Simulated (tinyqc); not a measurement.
Transparency density and B against temperature: optical gain and spontaneous emission in a bulk direct-gap semiconductor.

Parabolic bands, vertical transitions, no excitons. For each hole band j: mr = me mj/(me + mj); joint density of states J_j(E) = (mr/c)^(3/2) sqrt(E - Eg)/(2 pi^2), both spins, c = hbar^2/2m0; averaged matrix element |e.p|^2 = m0 Ep/6; alpha_j(E) = 4 pi^2 alpha_f c Ep J_j/(3 nr E) in 1/angstrom (alpha_f the fine-structure constant, listed as alpha among the constants), times 1e8 for 1/cm.

F_j(eta) = (1/Gamma(j + 1)) integral_0^infinity x^j dx/(1 + exp(x - eta)), which tends to exp(eta) for eta << 0.

Quasi-Fermi levels: n = Nc F_1/2(Fc/kT) and p = Nv F_1/2(Fv/kT), Fc counted up from the conduction edge and Fv down from the valence edge; Nc, Nv from N = 2 (m kB T/(4 pi c))^(3/2) with c = hbar^2/2m0, in 1/angstrom^3; times 1e24 for 1/cm^3, with me and (mhh^(3/2) + mlh^(3/2))^(2/3).

For band j the electron sits at Ee = (E - Eg) mr/me above its edge and the hole at Eh = (E - Eg) mr/mj; fe = 1/(1 + exp((Ee - Fc)/kT)), fh = 1/(1 + exp((Eh - Fv)/kT)); gain g = sum_j alpha_j (fe + fh - 1).

Spontaneous rate: R = integral of (nr E/(hbar c))^2/(pi^2 hbar) sum_j alpha_j fe fh dE, with alpha in 1/cm and (nr E/(hbar c))^2 in 1/cm^2 (1e16 per 1/angstrom^2); B = R/(n p); lifetime n/R.

Constants: hbar^2/2m0 = 3.80998211 eV angstrom^2; fine-structure constant alpha = 0.007297352564; kB = 8.617333262e-05 eV/K; hbar = 6.58211957e-16 eV s; hbar c = 1973.269805 eV angstrom.

Inputs chosen for the exercise (near those of GaN; not measured data): Eg = 3.509 eV (direct gap); me = 0.1958 m0 (electron mass); mhh = 1.46 m0 (heavy-hole mass); mlh = 0.3069 m0 (light-hole mass); Ep = 16.5 eV (Kane energy); nr = 2.59 (refractive index).

Eg is held fixed; B is taken at n = 1e15 1/cm^3.

Results:
```
T (K),transparency density (1/cm^3),Fc/kT there,B (cm^3/s)
100,1.19e+18,2.015,3.04e-10
150,2.19e+18,2.015,1.66e-10
200,3.37e+18,2.015,1.08e-10
250,4.71e+18,2.015,7.74e-11
300,6.19e+18,2.015,5.90e-11
350,7.80e+18,2.015,4.69e-11
400,9.53e+18,2.015,3.84e-11
500,1.33e+19,2.015,2.76e-11
```

Fc/kT at transparency stays at 2.015, since it depends on Nv/Nc alone, so the density goes as T^1.50. B goes as T^-1.49, against T^-1.5 for non-degenerate carriers: hot carriers spread over k and fewer pairs share a wave vector.

Computed by tinyqc, a small Python program: `OMP_NUM_THREADS=1 python tinyqc.py 1650498 1650499 out.jsonl` (the numbers bound the seed that draws the inputs); one thread of a shared host (Intel(R) Xeon(R) Processor @ 2.30GHz), about 0.09 s for the whole set of steps.
